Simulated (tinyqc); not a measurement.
# Undoped gate-all-around wire MOSFET, analytic charge model: effect of the gate work function less that of the intrinsic body

An undoped round wire of radius R under an insulator shell and a surrounding gate; long channel, electrons only, n = ni exp((psi - V)/Vt) with V the quasi-Fermi potential (0 at the source, Vd at the drain), constant mobility, no quantisation. The radial Poisson equation gives n(r) = n(0)/(1 - (1 - b) r^2/R^2)^2 with b = Q0/(Q + Q0). Q is the electron charge per area of the wire surface.

ni = sqrt(Nc Nv) exp(-Eg/(2 Vt)), Eg in volts; Cox = eps0 eox/(R ln(1 + tox/R)); Q0 = 4 eps0 eps_r Vt/R; V0 = dphi + Vt ln[8 eps0 eps_r Vt/(q ni R^2)]. Q solves Vg - V0 - V = Q/Cox + Vt ln(Q/Q0) + Vt ln(1 + Q/Q0). I = mu (2 pi R/L)[2 Vt (Qs - Qd) + (Qs^2 - Qd^2)/(2 Cox) + Vt Q0 ln((Qd + Q0)/(Qs + Q0))], with Qs at V = 0 and Qd at V = Vd.  I(low) is taken at Vg = 0.4 V, Qs and I(high) at Vg = 1.15 V.

Parameters, values chosen for the exercise; material values close to those of silicon:
- T = 300 K (temperature)
- Eg = 1.1 eV (band gap)
- eps_r = 11.6 (relative permittivity of the semiconductor)
- Nc = 2.8e19 cm^-3 (conduction-band density of states at T)
- Nv = 2.67e19 cm^-3 (valence-band density of states at T)
- eox = 8.62 (relative permittivity of the gate insulator)
- tox = 3.4 nm (insulator thickness)
- R = 6 nm (wire radius)
- mu = 710 cm^2/(V s) (channel mobility)
- L = 0.5 um (gate length)
- Vd = 0.05 V (drain voltage)

Constants: q = 1.602176634e-19 C, kB = 1.380649e-23 J/K, Vt = kB T/q, eps0 = 8.8541878128e-14 F/cm where lengths are in cm. Results are converted to the units shown.

Result of one run:
```
V0 (V)  I(low) (nA)  Qs(high) (nC/cm^2)  I(high) (uA)
0.5982      0.09812                1266         3.218
```

Which gate work function less that of the intrinsic body dphi gave this result: 0, 0.1, 0.2 or 0.3 V?

dphi = 0.1 V.

The whole series:
```
dphi (V)  V0 (V)  I(low) (nA)  Qs(high) (nC/cm^2)  I(high) (uA)
0         0.4982        4.509                1523         3.904
0.05      0.5482       0.6751                1394         3.560
0.1       0.5982      0.09812                1266         3.218
0.15      0.6482      0.01420                1139         2.879
0.2       0.6982     0.002052                1013         2.545
0.25      0.7482     2.967e-4               888.8         2.215
0.3       0.7982     4.288e-5               766.9         1.892
```

As dphi goes from 0 to 0.3 V, I(low) falls from 4.51 to 4.29e-5 nA and I(high) falls from 3.90 to 1.89 uA. V0 rises from 0.498 to 0.798 V. In every row the surface density at the source at the higher gate voltage passes 0.3 Nc, where Boltzmann statistics fail. In every row the body is thin enough for quantum confinement, left out here, to raise the threshold.

Computed by the program tinyqc: `OMP_NUM_THREADS=1 python tinyqc.py 2460111 2460112 out.jsonl`, one thread of a shared Intel Xeon 2.30GHz, about 0.04 s for the whole run.
